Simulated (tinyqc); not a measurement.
## Growth of the error with array size

Square N x N arrays wired as follows: each row is driven at its left end through one segment rw, neighbouring nodes are joined by rw, each column ends in one more rw and a virtual ground. All cells have G = 130.0 uS and all rows V = 0.2 V, so the ideal current is N V G. The nodal equations are solved exactly.

Parameters, values chosen for the exercise: wire resistance between neighbouring cells rw = 50 ohm.

Results:

| N | ideal (uA) | first column (uA) | last column (uA) | error of the last column (%) | 100 N^2 rw G |
|---|---|---|---|---|---|
| 2 | 52.00 | 50.52 | 50.20 | -3.455 | 2.600 |
| 6 | 156.0 | 137.5 | 126.1 | -19.15 | 23.40 |
| 8 | 208.0 | 171.9 | 148.1 | -28.80 | 41.60 |
| 12 | 312.0 | 222.8 | 165.9 | -46.82 | 93.60 |
| 16 | 416.0 | 254.1 | 162.9 | -60.85 | 166.4 |
| 20 | 520.0 | 272.3 | 151.1 | -70.94 | 260.0 |

Estimate the missing row, N = 4.

Computed row:

| N | ideal (uA) | first column (uA) | last column (uA) | error of the last column (%) | 100 N^2 rw G |
|---|---|---|---|---|---|
| 4 | 104.0 | 96.84 | 93.34 | -10.25 | 10.40 |

With this row back in the table: The error of the last column goes from -3.45 % at N = 2 to -70.9 % at N = 20, as N^(1.49) between N = 4 and 8 and N^(0.69) between the last two rows. The scale N^2 rw G (N segments carrying the current of up to N cells) is 1.44 times the error at N = 8. The last column carries 0.555 of the current of the first at N = 20.

Computed by the program tinyqc: `OMP_NUM_THREADS=1 python tinyqc.py 2880041 2880042 out.jsonl`, one thread of a shared Intel Xeon 2.30GHz, about 0.03 s for the whole run.
